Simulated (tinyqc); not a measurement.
# Carrier lifetime of an n-type layer with SRH, radiative, Auger and surface recombination: lifetime against injection

Uniform excess density dn = dp (no trapping), n = n0 + dn, p = p0 + dn, Boltzmann statistics, full ionisation. Surfaces enter as a rate 2 S dn/d, which holds while diffusion to them is fast.

ni = sqrt(Nc Nv) exp(-Eg/(2 Vt)), Eg in volts; majority density N/2 + sqrt(N^2/4 + ni^2), n0 p0 = ni^2; n1 = Nc exp(-Et/Vt), p1 = Nv exp((Et - Eg)/Vt); tn0 = 1/(sn vth Nt), tp0 = 1/(sp vth Nt). With e = n p - ni^2 = dn (n0 + p0 + dn): U_SRH = e/(tp0 (n + n1) + tn0 (p + p1)), U_rad = B e, U_Aug = (Cn n + Cp p) e, U_s = 2 S dn/d. Each tau is dn over its rate; tau = dn/U with U the sum.

Inputs (values chosen for the exercise); band and dielectric values close to those of germanium:
- T = 350 K (temperature)
- Eg = 0.654 eV (band gap)
- Nc = 1.32e19 cm^-3 (conduction-band density of states at T)
- Nv = 7.49e18 cm^-3 (valence-band density of states at T)
- B = 6.49e-14 cm^3/s (radiative coefficient)
- N = 5.7e17 cm^-3 (donor density)
- Cn = 1.1e-30 cm^6/s (Auger coefficient (two electrons))
- Cp = 7.8e-31 cm^6/s (Auger coefficient (two holes))
- Nt = 2e12 cm^-3 (trap density)
- sn = 3e-15 cm^2 (capture cross-section for electrons)
- sp = 7e-16 cm^2 (capture cross-section for holes)
- vth = 1.6e7 cm/s (thermal velocity (both carriers))
- Et = 0.53 eV (trap level below the conduction band)
- S = 0 cm/s (surface recombination velocity (both faces))
- d = 20 um (sample thickness)

Constants: q = 1.602176634e-19 C, kB = 1.380649e-23 J/K, Vt = kB T/q. Results are converted to the units shown.

Lifetime against injection:

| dn (cm^-3) | tau_SRH (s) | tau_rad (s) | tau_Aug (s) | tau (s) | radiative share (%) | largest path |
|---|---|---|---|---|---|---|
| 1e11 | 4.689e-5 | 2.703e-5 | 2.798e-6 | 2.406e-6 | 8.899 | Auger |
| 1e12 | 4.689e-5 | 2.703e-5 | 2.798e-6 | 2.406e-6 | 8.899 | Auger |
| 1e13 | 4.689e-5 | 2.703e-5 | 2.798e-6 | 2.405e-6 | 8.898 | Auger |
| 1e14 | 4.689e-5 | 2.703e-5 | 2.797e-6 | 2.404e-6 | 8.897 | Auger |
| 1e15 | 4.690e-5 | 2.698e-5 | 2.785e-6 | 2.395e-6 | 8.877 | Auger |
| 1e16 | 4.703e-5 | 2.657e-5 | 2.670e-6 | 2.307e-6 | 8.684 | Auger |
| 1e17 | 4.811e-5 | 2.300e-5 | 1.831e-6 | 1.638e-6 | 7.125 | Auger |
| 1e18 | 5.209e-5 | 9.814e-6 | 2.541e-7 | 2.465e-7 | 2.511 | Auger |
| 1e19 | 5.462e-5 | 1.458e-6 | 4.870e-9 | 4.853e-9 | 0.3329 | Auger |

What does the comparison show?

Auger recombination leads at dn = 1e11 and in all other rows. The total lifetime falls from 2.41e-6 to 4.85e-9 s. tau_SRH goes from 4.69e-5 s (low-injection limit 4.69e-5 s) to 5.46e-5 s (high-injection limit tn0 + tp0 = 5.51e-5 s). Between the last two rows tau_rad goes as dn^(-0.83) and tau_Aug as dn^(-1.72); the radiative share falls from 8.90 to 0.333 %. For dn = 1e19 the carriers are degenerate, where B and the Auger coefficients no longer stay constant.

Numbers from tinyqc (`OMP_NUM_THREADS=1 python tinyqc.py 2300071 2300072 out.jsonl`; about 0.01 s on one thread of a shared Intel Xeon 2.30GHz).
